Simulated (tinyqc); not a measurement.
Band offset from the macroscopic average of a supercell potential: one step. The potential line-up.

Inputs chosen for the exercise (out of a larger set: gaps near those of GaN and AlN; not measured data): h = 0.25 angstrom (grid step).

macroscopic average (eV): -5.69330  -5.40954  -5.22236  -5.18779  -5.21690  -5.23966  -5.26022  -5.27784  -5.28047  -5.27386  -5.27008  -5.26971  -5.27001  -5.27011  -5.26992  -5.26968  -5.27104  -5.27702  -5.28638  -5.29560  -5.29841  -5.29211  -5.27946  -5.31598  -5.47756  -5.72500  -5.97244  -6.13402  -6.17054  -6.15789  -6.15159  -6.15440  -6.16362  -6.17298  -6.17896  -6.18033  -6.18013  -6.17994  -6.17991  -6.17997  -6.18000  -6.17997  -6.17991  -6.17994  -6.18013  -6.18033  -6.17896  -6.17298  -6.16362  -6.15440  -6.16097  -6.18083  -6.19217  -6.14161  -5.96416

Question. Read the macroscopic average in the middle of each region, j = 12 and j = 40, and its slope in A by a central difference over two points each way.

Give: plateau in A; plateau in B; dV = B - A; slope in A.

Answer.

plateau in A = -5.270 eV
plateau in B = -6.180 eV
dV = B - A = -0.910 eV
slope in A = 0.000 eV/angstrom

The plateaus are flat, so the line-up is well defined.

Program tinyqc; command `OMP_NUM_THREADS=1 python tinyqc.py 1880528 1880529 out.jsonl`; about 0.01 s on one thread of a shared Intel(R) Xeon(R) Processor @ 2.30GHz.
